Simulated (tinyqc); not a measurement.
From results back to parameters: Kane-Mele model of a buckled honeycomb layer in a normal field. Two cases, with inputs chosen for the exercise.

Problem. The gaps of the two spins at a valley are 2|D - lam| and 2 (D + lam), where 2 lam is the gap at zero field and D = e b Ez > 0. The layer is known to be an ordinary band insulator. The gaps come from hidden lam and Ez.

Find: lam; Ez.

Method. A quarter of the sum is the larger of D and lam, a quarter of the difference the smaller; the gaps alone cannot say which is which. Here D > lam.

Case 1.

Values chosen: b = 0.28 angstrom (half the buckling height).

gaps (meV): 320.0000  800.0000

Solution.

lam = 120.00 meV
Ez = 1.00 V/angstrom

Case 2.

Values chosen: b = 0.32 angstrom (half the buckling height).

gaps (meV): 144.0000  624.0000

Solution.

lam = 120.00 meV
Ez = 0.600 V/angstrom

Computed by tinyqc, one run a case: `OMP_NUM_THREADS=1 python tinyqc.py N N+1 out.jsonl` with N = 1451236, 1451504; one thread of a shared Intel(R) Xeon(R) Processor @ 2.30GHz, about 0.01 s a run at most.
